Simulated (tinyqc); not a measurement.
Inside a calculation. Method: Pariser-Parr-Pople SCF with singles CI, for the molecule C=C1C=CC=NC=C1 (SMILES; centres numbered as the heavy atoms are written). Computed by tinyqc, a small Python program that keeps every step. Settings: charge = 0, gamma = Ohno, start = huckel, damping = 0, iteration cap = 84, excitations kept = 9. Command: `OMP_NUM_THREADS=1 python tinyqc.py 25420 25421 out.jsonl` (the two numbers bound the seeds that draw the settings). One thread of a shared host (Intel(R) Xeon(R) Processor @ 2.60GHz), about 0.01 s of CPU time with the checks. Later iterations appear only in the table of the cycle.

## PPP integrals

Centres (angstrom, eV; a flat drawing with bonds scaled to 1.40 angstrom):
```
centre          x          y  core charge z          W   gamma_rr
1C       2.637000   0.000000              1  11.160000  11.130000
2C       1.237000   0.000000              1  11.160000  11.130000
3C       0.629000   1.261000              1  11.160000  11.130000
4C      -0.736000   1.573000              1  11.160000  11.130000
5C      -1.830000   0.700000              1  11.160000  11.130000
6N      -1.830000  -0.700000              1  14.100000  12.300000
7C      -0.736000  -1.573000              1  11.160000  11.130000
8C       0.629000  -1.261000              1  11.160000  11.130000
```

Resonance integrals (eV):
```
i  j       beta
1  2  -2.390000
2  3  -2.390000
3  4  -2.390000
4  5  -2.390000
5  6  -2.510000
6  7  -2.510000
7  8  -2.390000
8  2  -2.390000
```

Ohno: gamma = 14.399645/sqrt(R^2 + a^2), a = 2 x 14.399645/(gamma_rr + gamma_ss); H_rr = -W_r - sum_(s != r) z_s gamma_rs; H_rs = beta for bonds.

repulsion gamma_rs (eV):
```
           1C         2C         3C         4C         5C         6N         7C         8C
1C  11.130000   7.553862   5.331000   3.654533   3.061819   3.073164   3.654533   5.331000
2C   7.553862  11.130000   7.554085   5.078081   4.233299   4.263436   5.078081   7.554085
3C   5.331000   7.554085  11.130000   7.553271   5.079867   4.264238   4.233612   5.080158
4C   3.654533   5.078081   7.553271  11.130000   7.554938   5.131548   4.233148   4.233612
5C   3.061819   4.233299   5.079867   7.554938  11.130000   7.729197   5.079247   4.234084
6N   3.073164   4.263436   4.264238   5.131548   7.729197  12.300000   7.730350   5.132188
7C   3.654533   5.078081   4.233612   4.233148   5.079247   7.730350  11.130000   7.553271
8C   5.331000   7.554085   5.080158   4.233612   4.234084   5.132188   7.553271  11.130000
```

core matrix H (eV):
```
            1C          2C          3C          4C          5C          6N          7C          8C
1C  -42.819912   -2.390000    0.000000    0.000000    0.000000    0.000000    0.000000    0.000000
2C   -2.390000  -52.474930   -2.390000    0.000000    0.000000    0.000000    0.000000   -2.390000
3C    0.000000   -2.390000  -50.256231   -2.390000    0.000000    0.000000    0.000000    0.000000
4C    0.000000    0.000000   -2.390000  -48.599130   -2.390000    0.000000    0.000000    0.000000
5C    0.000000    0.000000    0.000000   -2.390000  -48.132452   -2.510000    0.000000    0.000000
6N    0.000000    0.000000    0.000000    0.000000   -2.510000  -51.424120   -2.510000    0.000000
7C    0.000000    0.000000    0.000000    0.000000    0.000000   -2.510000  -48.722241   -2.390000
8C    0.000000   -2.390000    0.000000    0.000000    0.000000    0.000000   -2.390000  -50.278397
```

## Starting guess

pi electrons, sum of z_r less the charge = 8

Orbitals of the Hueckel matrix of the beta values.

P at the start:
```
           1C         2C         3C         4C         5C         6N         7C         8C
1C   1.313172   0.756158  -0.169196  -0.307240   0.212901   0.201750  -0.304563  -0.168335
2C   0.756158   0.975641   0.448918   0.043705  -0.095360  -0.096265   0.043544   0.451595
3C  -0.169196   0.448918   0.941482   0.768049   0.062676  -0.317204  -0.104575   0.247060
4C  -0.307240   0.043705   0.768049   0.960453   0.530279   0.052263  -0.129616  -0.107251
5C   0.212901  -0.095360   0.062676   0.530279   0.952663   0.737984   0.052210  -0.332970
6N   0.201750  -0.096265  -0.317204   0.052263   0.737984   0.955109   0.544352   0.061037
7C  -0.304563   0.043544  -0.104575  -0.129616   0.052210   0.544352   0.961018   0.759635
8C  -0.168335   0.451595   0.247060  -0.107251  -0.332970   0.061037   0.759635   0.940461
```

## Iteration 1: Fock matrix

F_rr = H_rr + P_rr gamma_rr / 2 + sum_(s != r) P_ss gamma_rs; F_rs = H_rs - P_rs gamma_rs / 2; E = tr P (H + F) / 2 + core repulsion sum_(r<s) z_r z_s gamma_rs.

F (eV):
```
           1C         2C         3C         4C         5C         6N         7C         8C
1C  -5.235444  -5.245956   0.450991   0.561409  -0.325932  -0.310006   0.556518   0.448698
2C  -5.245956  -5.047267  -4.085583  -0.110969   0.201843   0.205209  -0.110561  -4.095693
3C   0.450991  -4.085583  -5.633241  -5.290643  -0.159194   0.676317   0.221365  -0.627551
4C   0.561409  -0.110969  -5.290643  -6.241345  -4.393111  -0.134094   0.274341   0.227030
5C  -0.325932   0.201843  -0.159194  -4.393111  -6.395768  -5.362012  -0.132594   0.704911
6N  -0.310006   0.205209   0.676317  -0.134094  -5.362012  -8.792755  -4.614015  -0.156626
7C   0.556518  -0.110561   0.221365   0.274341  -0.132594  -4.614015  -6.243452  -5.258863
8C   0.448698  -4.095693  -0.627551   0.227030   0.704911  -0.156626  -5.258863  -5.630786
```

pi energy = -107.445595 eV

## Iteration 1: orbitals and new P

Diagonalise F (the basis is taken as orthonormal) and form P = 2 sum c c over the lowest orbitals.

orbital energies (eV): -16.027919  -13.347781  -12.643180  -8.576757  -2.574759  -1.075061  1.664117  3.361281

P after iteration 1:
```
           1C         2C         3C         4C         5C         6N         7C         8C
1C   1.154172   0.826578  -0.099038  -0.313473   0.149831   0.193544  -0.327848  -0.132408
2C   0.826578   0.995896   0.390746   0.017121  -0.056592  -0.058880   0.023525   0.395667
3C  -0.099038   0.390746   0.883633   0.800535   0.107967  -0.319122  -0.036293   0.261341
4C  -0.313473   0.017121   0.800535   1.012708   0.493394  -0.011197  -0.114978  -0.060342
5C   0.149831  -0.056592   0.107967   0.493394   0.874283   0.763987  -0.044420  -0.343219
6N   0.193544  -0.058880  -0.319122  -0.011197   0.763987   1.171695   0.493653   0.016171
7C  -0.327848   0.023525  -0.036293  -0.114978  -0.044420   0.493653   0.976299   0.794479
8C  -0.132408   0.395667   0.261341  -0.060342  -0.343219   0.016171   0.794479   0.931314
```

## Iteration 2: Fock matrix

As before.

F (eV):
```
           1C         2C         3C         4C         5C         6N         7C         8C
1C  -5.652000  -5.511929   0.263986   0.572800  -0.229378  -0.297395   0.599066   0.352935
2C  -5.511929  -5.707161  -3.865866  -0.043472   0.119785   0.125516  -0.059732  -3.884452
3C   0.263986  -3.865866  -5.711459  -5.413327  -0.274230   0.680405   0.076826  -0.663826
4C   0.572800  -0.043472  -5.413327  -6.320487  -4.253780   0.028729   0.243359   0.127732
5C  -0.229378   0.119785  -0.274230  -4.253780  -5.419205  -5.462503   0.112810   0.726610
6N  -0.297395   0.125516   0.680405   0.028729  -5.462503  -8.376201  -4.418056  -0.041496
7C   0.599066  -0.059732   0.076826   0.243359   0.112810  -4.418056  -5.453259  -5.390457
8C   0.352935  -3.884452  -0.663826   0.127732   0.726610  -0.041496  -5.390457  -5.553855
```

pi energy = -108.071547 eV

## Iteration 2: orbitals and new P

As before.

orbital energies (eV): -15.482458  -13.441216  -12.432770  -8.971824  -2.162760  -0.929141  2.201171  3.025370

P after iteration 2:
```
           1C         2C         3C         4C         5C         6N         7C         8C
1C   1.120341   0.848091  -0.075371  -0.298968   0.128463   0.180984  -0.316417  -0.147716
2C   0.848091   1.009519   0.369005   0.007741  -0.053773  -0.050011   0.028865   0.371754
3C  -0.075371   0.369005   0.878308   0.820835   0.117737  -0.308832  -0.028926   0.243927
4C  -0.298968   0.007741   0.820835   1.031094   0.469176  -0.016466  -0.109042  -0.059453
5C   0.128463  -0.053773   0.117737   0.469176   0.821057   0.774269  -0.039068  -0.337013
6N   0.180984  -0.050011  -0.308832  -0.016466   0.774269   1.226604   0.467174   0.001493
7C  -0.316417   0.028865  -0.028926  -0.109042  -0.039068   0.467174   0.938251   0.814082
8C  -0.147716   0.371754   0.243927  -0.059453  -0.337013   0.001493   0.814082   0.974826
```

## Iteration 3: Fock matrix

As before.

F (eV):
```
           1C         2C         3C         4C         5C         6N         7C         8C
1C  -5.599868  -5.593179   0.200902   0.546294  -0.196665  -0.278097   0.578178   0.393738
2C  -5.593179  -5.689501  -3.783748  -0.019654   0.113818   0.106609  -0.073291  -3.794132
3C   0.200902  -3.783748  -5.655932  -5.489993  -0.299044   0.658466   0.061230  -0.619594
4C   0.546294  -0.019654  -5.489993  -6.410052  -4.162298   0.042248   0.230795   0.125849
5C  -0.196665   0.113818  -0.299044  -4.162298  -5.234087  -5.502240   0.099219   0.713470
6N  -0.278097   0.106609   0.658466   0.042248  -5.502240  -8.494962  -4.315707  -0.003830
7C   0.578178  -0.073291   0.061230   0.230795   0.099219  -4.315707  -5.181388  -5.464492
8C   0.393738  -3.794132  -0.619594   0.125849   0.713470  -0.003830  -5.464492  -5.569312
```

pi energy = -108.172579 eV

## Iteration 3: orbitals and new P

As before.

orbital energies (eV): -15.418793  -13.401086  -12.394200  -9.009885  -2.081143  -0.842900  2.240827  3.072078

P after iteration 3:
```
           1C         2C         3C         4C         5C         6N         7C         8C
1C   1.105963   0.857591  -0.054944  -0.293507   0.115137   0.175215  -0.309406  -0.156383
2C   0.857591   1.011648   0.359727   0.001849  -0.054028  -0.044428   0.033572   0.359131
3C  -0.054944   0.359727   0.868708   0.830731   0.123563  -0.301630  -0.027886   0.230652
4C  -0.293507   0.001849   0.830731   1.047051   0.455195  -0.023419  -0.102956  -0.056322
5C   0.115137  -0.054028   0.123563   0.455195   0.793900   0.780007  -0.031834  -0.330836
6N   0.175215  -0.044428  -0.301630  -0.023419   0.780007   1.253552   0.450590  -0.008123
7C  -0.309406   0.033572  -0.027886  -0.102956  -0.031834   0.450590   0.916036   0.825026
8C  -0.156383   0.359131   0.230652  -0.056322  -0.330836  -0.008123   0.825026   1.003141
```

## Convergence

Stop when output and input P, before any damping, agree to 1e-7.

Course of the cycle:
```
iteration         E (eV)  largest |P(out) - P(in)|
1          -107.44559527                  2.17e-01
2          -108.07154678                  5.49e-02
3          -108.17257944                  2.83e-02
4          -108.20557532                  1.83e-02
5          -108.21793353                  1.18e-02
6          -108.22293448                  7.74e-03
7          -108.22506352                  5.11e-03
8          -108.22600349                  3.49e-03
9          -108.22643005                  2.40e-03
10         -108.22662785                  1.66e-03
11         -108.22672114                  1.14e-03
...                  ...                       ...
28         -108.22680806                  2.73e-06
29         -108.22680806                  1.93e-06
30         -108.22680806                  1.36e-06
31         -108.22680806                  9.62e-07
32         -108.22680806                  6.80e-07
33         -108.22680806                  4.81e-07
34         -108.22680806                  3.40e-07
35         -108.22680806                  2.41e-07
36         -108.22680806                  1.70e-07
37         -108.22680806                  1.21e-07
38         -108.22680806                  8.53e-08
```

Converged in 38 iterations.

## Converged orbitals

Charges are z - P_rr.

orbital energies (eV): -15.350313  -13.380575  -12.352363  -9.060623  -2.016282  -0.750292  2.263533  3.113489

coefficients:
```
         MO1        MO2        MO3        MO4        MO5        MO6        MO7        MO8
1C  0.149790   0.357654  -0.162857   0.606676  -0.206886   0.523957   0.088308  -0.360469
2C  0.317805   0.536141  -0.220308   0.258151   0.070018  -0.378687  -0.135813   0.574128
3C  0.326685   0.387912   0.337194  -0.223344   0.583777  -0.056334   0.346171  -0.339729
4C  0.370198   0.126833   0.566529  -0.258050  -0.312911   0.356454  -0.450687   0.176721
5C  0.408675  -0.286619   0.282333   0.215430  -0.466963  -0.356521   0.528725  -0.000227
6N  0.514266  -0.528850  -0.118238   0.298412   0.404040  -0.036417  -0.410410  -0.140739
7C  0.341237  -0.167953  -0.420393  -0.343024   0.062420   0.501185   0.402690   0.379093
8C  0.291317   0.167431  -0.468897  -0.442386  -0.358313  -0.268722  -0.201637  -0.479869
```

pi charges: 1C -0.089863, 2C -0.007251, 3C 0.158437, 4C -0.081356, 5C 0.249425, 6N -0.294363, 7C 0.121906, 8C -0.056936

## Singles CI, singlets

Over the 9 single excitations with the smallest orbital gaps: A = (e_a - e_i) delta + 2 (ia|jb) - (ij|ab), with (pq|rs) = sum c_mp c_mq gamma_mn c_nr c_ns. f = 2/3 w |mu|^2 in atomic units, mu = sqrt2 sum c_ia sum_m c_mi c_ma R_m.

singlet CI matrix (eV):
```
           4>5        4>6        3>5        4>7        2>5        3>6        4>8        2>6
4>5   2.356833  -0.462347   0.090116  -0.457294  -0.114051  -0.389477  -0.063431  -0.056844
4>6  -0.462347   4.407506   0.681572  -0.164600   0.256288  -0.037899   0.178485   0.021879
3>5   0.090116   0.681572   5.668086   0.026523  -0.012581   0.023386   0.225667  -0.670982
4>7  -0.457294  -0.164600   0.026523   6.835367   0.038143  -0.002828   0.065024   0.001262
2>5  -0.114051   0.256288  -0.012581   0.038143   6.524705   0.559356   0.119748  -0.016222
3>6  -0.389477  -0.037899   0.023386  -0.002828   0.559356   6.748036   0.067769   0.052303
4>8  -0.063431   0.178485   0.225667   0.065024   0.119748   0.067769   6.976943  -0.045678
2>6  -0.056844   0.021879  -0.670982   0.001262  -0.016222   0.052303  -0.045678   7.630287
1>5   0.041811  -0.027789  -0.078016  -0.302675  -0.095496  -0.103253  -0.004485   0.144967

           1>5
4>5   0.041811
4>6  -0.027789
3>5  -0.078016
4>7  -0.302675
2>5  -0.095496
3>6  -0.103253
4>8  -0.004485
2>6   0.144967
1>5   8.095914
```

singlet excitation energies (eV): 2.157866  4.163478  5.715801  6.092206  6.796339  6.953202  7.301357  7.806930  8.256498

oscillator strengths: 0.033315  0.415625  1.307958  0.074242  0.160374  0.043052  0.594706  0.412608  0.071654

## Singles CI, triplets

Over the 9 single excitations with the smallest orbital gaps: A = (e_a - e_i) delta - (ij|ab), with (pq|rs) = sum c_mp c_mq gamma_mn c_nr c_ns.

triplet CI matrix (eV):
```
           4>5        4>6        3>5        4>7        2>5        3>6        4>8        2>6
4>5   1.505398   0.125570   0.210683  -0.204998   0.581857  -0.430387  -0.401038   0.350572
4>6   0.125570   2.174976  -0.430387  -0.503602   0.350572  -0.127029   0.387565  -0.330118
3>5   0.210683  -0.430387   4.048282   0.298161  -0.255391  -0.104150  -0.470452   0.018072
4>7  -0.204998  -0.503602   0.298161   5.997047  -0.411734  -0.565793  -0.041676  -0.443745
2>5   0.581857   0.350572  -0.255391  -0.411734   5.144416   0.018072  -0.380561   0.027981
3>6  -0.430387  -0.127029  -0.104150  -0.565793   0.018072   5.688617  -0.622245   0.183218
4>8  -0.401038   0.387565  -0.470452  -0.041676  -0.380561  -0.622245   5.690197   0.765645
2>6   0.350572  -0.330118   0.018072  -0.443745   0.027981   0.183218   0.765645   6.640255
1>5   0.036528   0.008492  -0.562436   0.521084   0.085369   0.186414   0.044467   0.502416

           1>5
4>5   0.036528
4>6   0.008492
3>5  -0.562436
4>7   0.521084
2>5   0.085369
3>6   0.186414
4>8   0.044467
2>6   0.502416
1>5   6.925870
```

triplet excitation energies (eV): 1.254332  1.963533  3.663788  4.594180  5.405618  5.713113  6.645113  7.025499  7.549883
